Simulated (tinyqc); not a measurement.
p-n heterojunction, non-linear Poisson equation by Newton steps, Boltzmann statistics: one step of the calculation.

One dimension, material 1 (p-type) at x < 0 and material 2 (n-type) at x > 0. Band edges: Ec = -psi in material 1 and -psi + dEc in material 2, Ev = Ec - Eg. Flat quasi-Fermi levels: 0 for holes, +V for electrons. n = Nc F((EFn - Ec)/Vt), p = Nv F((Ev - EFp)/Vt), with F(eta) = exp(eta) (Boltzmann statistics); full ionisation, no interface charge, classical densities; the doping types are chosen for the exercise.

Question. Band edges, densities and displacement. Ec, Ev, n and p as defined; D = a_k (psi_(k+1) - psi_k) on the interval that holds the interface.

Parameters, values chosen for the exercise; band and dielectric values close to those of InGaP and GaAs:
```
symbol    value   unit                                          meaning
T           300      K                                      temperature
Eg1        1.94     eV                           band gap of material 1
Nc1      8.9e17  cm^-3  conduction-band density of states of material 1
Nv1     1.48e19  cm^-3     valence-band density of states of material 1
Eg2        1.45     eV                           band gap of material 2
Nc2     4.43e17  cm^-3  conduction-band density of states of material 2
Nv2     8.96e18  cm^-3     valence-band density of states of material 2
dEc       -0.12     eV                 conduction-band offset Ec2 - Ec1
N1       1.3e17  cm^-3                   acceptor density of material 1
N2       5.4e15  cm^-3                      donor density of material 2
V             0      V                    bias of side 1 against side 2
```

Constants: q = 1.602176634e-19 C, kB = 1.380649e-23 J/K, Vt = kB T/q. Results are converted to the units shown.

```
node  x (nm)  converged psi (V)  material
0       -163         -1.8175947         1
1       -114         -1.8174413         1
2      -77.3         -1.8154876         1
3      -50.2         -1.8006688         1
4      -30.1         -1.7446290         1
5      -15.2         -1.6546075         1
6       -4.1         -1.5590716         1
7        4.1         -1.4770996         2
8       24.5         -1.3844292         2
9       75.2         -1.1843503         2
10       201         -0.7701296         2
11       515         -0.2473601         2
12      1300         -0.2339342         2
```

coupling a_i, interval 0 to 11 (F/cm^2): [2.1503028e-7, 2.8709764e-7, 3.8880013e-7, 5.2420316e-7, 7.0714654e-7, 9.4923275e-7, 1.3514875e-6, 5.7291803e-7, 2.3052323e-7, 9.2905627e-8, 3.7221426e-8, 1.4888571e-8]

Give: Ec; Ev; n; p; D.

Answer.

```
node  Ec (eV)  Ev (eV)  n (cm^-3)  p (cm^-3)
0       1.818   -0.122  2.601e-13   1.300e17
1       1.817   -0.123  2.616e-13   1.292e17
2       1.815   -0.125  2.822e-13   1.198e17
3       1.801   -0.139  5.006e-13   6.755e16
4       1.745   -0.195  4.374e-12   7.730e15
5       1.655   -0.285  1.423e-10   2.376e14
6       1.559   -0.381   5.730e-9   5.901e12
7       1.357   -0.093   7.049e-6   2.464e17
8       1.264   -0.186   2.541e-4   6.837e15
9       1.064   -0.386     0.5836   2.976e12
10      0.650   -0.800    5.305e6    3.274e5
11      0.127   -1.323   3.213e15   5.407e-4
12      0.114   -1.336   5.400e15   3.217e-4
```

D = 110.8 nC/cm^2

Numbers from tinyqc (`OMP_NUM_THREADS=1 python tinyqc.py 2040151 2040152 out.jsonl`; about 0.06 s on one thread of a shared Intel Xeon 2.30GHz).
